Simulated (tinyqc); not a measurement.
p-n diode, drift-diffusion by the Gummel loop with Scharfetter-Gummel fluxes: one step of the calculation.

Abrupt junction at x = 0, p side from -Lp, n side to Ln, ohmic contacts. psi is counted from the intrinsic level; n = ni exp((psi - phin)/Vt), p = ni exp((phip - psi)/Vt). Contacts: p side psi = V - Vt ln(Na/ni), p = Na, n = ni^2/Na; n side psi = Vt ln(Nd/ni), n = Nd, p = ni^2/Nd. Constant mobilities, D = mu Vt, Boltzmann statistics, SRH recombination through a mid-gap level, U = (n p - ni^2)/(tp (n + ni) + tn (p + ni)). Current is positive from the p contact to the n contact.

Problem. Electron continuity. With psi and p held, F_i = (mun Vt/h_i) [n_(i+1) B(d_i) - n_i B(-d_i)], d_i = (psi_(i+1) - psi_i)/Vt, B(d) = d/(exp(d) - 1); solve F_i - F_(i-1) = w_i [(n_i p_i - ni^2)/den_i - G] for the new n, with den = tp (n + ni) + tn (p + ni) taken at the old n and p, h_i = x_(i+1) - x_i, w_i = (h_(i-1) + h_i)/2; phin = psi - Vt ln(n/ni).

Parameters, values chosen for the exercise; band and dielectric values those of a made-up semiconductor:
```
symbol,value,unit,meaning
T,300,K,temperature
Na,1.7e17,cm^-3,acceptor density of the p side
Nd,7.1e15,cm^-3,donor density of the n side
mun,900,cm^2/(V s),electron mobility
tn,3e-9,s,SRH lifetime of electrons
tp,2e-10,s,SRH lifetime of holes
G,0,cm^-3 s^-1,uniform generation rate
```

Constants: q = 1.602176634e-19 C, kB = 1.380649e-23 J/K, Vt = kB T/q. Results are converted to the units shown.

| node | x (nm) | psi (V) | n after Poisson (cm^-3) | p after Poisson (cm^-3) |
|---|---|---|---|---|
| 0 | -1300 | -0.19250163 | 1083.9741 | 1.7e17 |
| 1 | -678 | -0.19250163 | 7.9222554e6 | 1.7000000e17 |
| 2 | -343 | -0.19250162 | 7.9222578e6 | 1.6999995e17 |
| 3 | -163 | -0.19249871 | 7.9231502e6 | 1.6998080e17 |
| 4 | -66.1 | -0.19217794 | 8.0220727e6 | 1.6788472e17 |
| 5 | -14 | -0.18182962 | 1.1971008e7 | 1.1250376e17 |
| 6 | 14 | -0.09635674 | 3.2659681e8 | 4.1236883e15 |
| 7 | 60.4 | 0.02127331 | 3.0910768e10 | 4.3570041e13 |
| 8 | 137 | 0.17375565 | 1.1264199e13 | 1.1956318e11 |
| 9 | 264 | 0.31297675 | 2.4576042e15 | 5.4800665e8 |
| 10 | 475 | 0.33910812 | 6.7530432e15 | 1.9943356e8 |
| 11 | 823 | 0.34038036 | 7.0936919e15 | 1.8985649e8 |
| 12 | 1400 | 0.34040334 | 7.1e15 | 25954.309 |

ni = 1.3574815e10 cm^-3

Wanted: new n; phin after round 1.

Solution.

| node | new n (cm^-3) | phin after round 1 (V) |
|---|---|---|
| 0 | 1084 | 0.2300 |
| 1 | 3.718e6 | 0.0196 |
| 2 | 5.806e6 | 0.0080 |
| 3 | 6.967e6 | 0.0033 |
| 4 | 7.696e6 | 0.0011 |
| 5 | 1.191e7 | 0.0001 |
| 6 | 3.265e8 | 0.0000 |
| 7 | 3.091e10 | 0.0000 |
| 8 | 1.126e13 | 0.0000 |
| 9 | 2.458e15 | 0.0000 |
| 10 | 6.753e15 | 0.0000 |
| 11 | 7.094e15 | 0.0000 |
| 12 | 7.100e15 | 0.0000 |

Computed by the program tinyqc: `OMP_NUM_THREADS=1 python tinyqc.py 2240007 2240008 out.jsonl`, one thread of a shared Intel Xeon 2.30GHz, about 0.2 s for the whole run.
